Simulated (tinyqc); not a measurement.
Donor binding, ionisation and the Mott limit: one step of the calculation.

Hydrogenic donor: Ry = (m0 q^3/(8 eps0^2 h^2)) me/eps_r^2 in eV, E0 = cc Ry, radius a = q/(8 pi eps0 eps_r E0), Mott density Nm = (0.26/a)^3. Below Nm the level sinks as Ed = E0 [1 - (N/Nm)^(1/3)]. Neutrality: Nc F12(eta) = N/(1 + 2 exp(eta + Ed/kB T)), F12(x) = (2/sqrt(pi)) int_0^infinity sqrt(u)/(1 + exp(u - x)) du.

Problem. Ionisation. Solve the neutrality equation for eta. Boltzmann form: with k = (Nc/2) exp(-Ed/kB T) the ionised share is [-k + sqrt(k^2 + 4 k N)]/(2 N).

Values chosen for this exercise; band and dielectric values close to those of gallium phosphide:
```
symbol    value   unit                                     meaning
T           100      K                                 temperature
Nc      3.46e18  cm^-3  conduction-band density of states at 100 K
N        7.5e17  cm^-3                               donor density
```

Constants: q = 1.602176634e-19 C, kB = 1.380649e-23 J/K, Vt = kB T/q. Results are converted to the units shown.

Ed = 26.363298 meV

Wanted: eta; ionised share; n; ionised share, Boltzmann form.

Solution.

eta = -2.7922
ionised share = 27.681 %
n = 2.0761e17 cm^-3
ionised share, Boltzmann form = 27.929 %

With the level held at E0 the share would be 8.42 %.

Range of the model: A sharp level with degeneracy 2 overstates freeze-out near Nm, where the impurity band broadens and merges with the conduction band.

tinyqc, about 0.02 s, one thread, Intel Xeon 2.30GHz (shared host): `OMP_NUM_THREADS=1 python tinyqc.py 2330023 2330024 out.jsonl`
